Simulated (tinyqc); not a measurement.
# Tunnelling through a two-layer gate stack, WKB transmission and Tsu-Esaki current: two studies

Electrons leave the emitter at x = 0. Energies E (motion across the layers) are in eV from the emitter Fermi level; the collector Fermi level lies at -V and offers states at every E. No charge in the dielectric and no image force: F1 = V/(t1 + t2 eps1/eps2), F2 = F1 eps1/eps2; U = phi1 - F1 x in layer 1 and phi2 - F1 t1 - F2 (x - t1) in layer 2. With C = hbar^2/(2 m0), kappa = sqrt(m (U - E)/C) where U > E and 0 elsewhere; T(E) = exp(-S), S = 2 times the integral of kappa over x.

Values chosen for this exercise; layer 1 close to silicon dioxide, layer 2 close to aluminium oxide: temperature T = 300 K; Fermi energy of the emitter above its band bottom Ef = 0.21 eV; emitter mass in the supply function me = 0.81 m0; barrier of layer 1 above the emitter Fermi level at zero bias phi1 = 3.05 eV; tunnelling mass of layer 1 m1 = 0.51 m0; thickness of layer 1 t1 = 0.7 nm; relative permittivity of layer 1 eps1 = 3.95; barrier of layer 2 at zero bias phi2 = 2.54 eV; tunnelling mass of layer 2 m2 = 0.41 m0; thickness of layer 2 t2 = 3.8 nm; relative permittivity of layer 2 eps2 = 8.95; voltage across the dielectric V = 1.2 V.

Constants: q = 1.602176634e-19 C, kB = 1.380649e-23 J/K, hbar = 1.054571817e-34 J s, m0 = 9.1093837015e-31 kg, Vt = kB T/q, hbar^2/(2 m0) = 0.0380998212 eV nm^2. Results are converted to the units shown.

Each table varies one quantity; the others keep the values above.

## Current against voltage

Each layer adds (2/F) sqrt(m/C) [G(u at its left edge) - G(u at its right edge)] to S, with u = U - E (0 where negative) and G(u) = (2/3) u^1.5. J = J0 times the integral of T(E) N(E) dE, N = ln[(1 + exp(-E/Vt))/(1 + exp((-E - V)/Vt))], J0 = q^2 me m0 kB T/(2 pi^2 hbar^3) (times 1e-4 for A/cm^2 per eV), from E = -Ef to far above the barrier (T = 1 there), by quadrature converged to the digits shown.

Current against voltage:

| V (V) | S at E = 0 | T(E = 0) | J (A/cm^2) | mean E of the current (eV) |
|---|---|---|---|---|
| 0.2 | 47.61 | 2.107e-21 | 2.127e-13 | -0.09382 |
| 0.49 | 46.00 | 1.053e-20 | 1.049e-12 | -0.09363 |
| 0.77 | 44.37 | 5.354e-20 | 5.157e-12 | -0.09181 |
| 1.06 | 42.60 | 3.153e-19 | 2.917e-11 | -0.08956 |
| 1.35 | 40.72 | 2.072e-18 | 1.829e-10 | -0.08681 |
| 1.64 | 38.70 | 1.563e-17 | 1.304e-9 | -0.08331 |
| 1.92 | 36.57 | 1.308e-16 | 1.020e-8 | -0.07871 |
| 2.21 | 34.11 | 1.537e-15 | 1.092e-7 | -0.07127 |
| 2.5 | 31.14 | 3.007e-14 | 1.856e-6 | -0.05259 |

J rises from 2.13e-13 to 1.86e-6 A/cm^2, by 2.39 decades a volt between the first two rows and 4.24 between the last two. In every row the band edge stays above E = 0, so all is direct tunnelling at the Fermi level. In 1 of the 9 rows the field exceeds 10 MV/cm (up to 10.5), more than most dielectrics sustain; the model ignores breakdown. In every row a layer is thinner than 0.8 nm, a few atomic planes, where an effective mass is a rough description.

## Effect of the thickness t1 at fixed voltage

Same model as above.

Effect of the thickness t1 at fixed voltage:

| t1 (nm) | S at E = 0 | T(E = 0) | J (A/cm^2) | mean E of the current (eV) |
|---|---|---|---|---|
| 0.4 | 38.59 | 1.743e-17 | 1.694e-9 | -0.09229 |
| 0.53 | 39.93 | 4.555e-18 | 4.290e-10 | -0.09057 |
| 0.66 | 41.29 | 1.173e-18 | 1.072e-10 | -0.08884 |
| 0.79 | 42.66 | 2.984e-19 | 2.647e-11 | -0.08711 |
| 0.91 | 43.93 | 8.352e-20 | 7.215e-12 | -0.08551 |
| 1.04 | 45.32 | 2.084e-20 | 1.750e-12 | -0.08377 |
| 1.17 | 46.71 | 5.156e-21 | 4.215e-13 | -0.08202 |
| 1.3 | 48.12 | 1.267e-21 | 1.008e-13 | -0.08026 |

What does the comparison show?

J falls from 1.69e-9 to 1.01e-13 A/cm^2: 4.59 decades a nanometre between the first two rows and 4.78 between the last two. The exponent S alone gives dS/dt/ln 10 = 4.48 and 4.69. In 4 of the 8 rows a layer is thinner than 0.8 nm, a few atomic planes, where an effective mass is a rough description.

Program tinyqc, `OMP_NUM_THREADS=1 python tinyqc.py 2540130 2540131 out.jsonl`; Intel Xeon 2.30GHz, shared host, one thread, about 0.04 s.
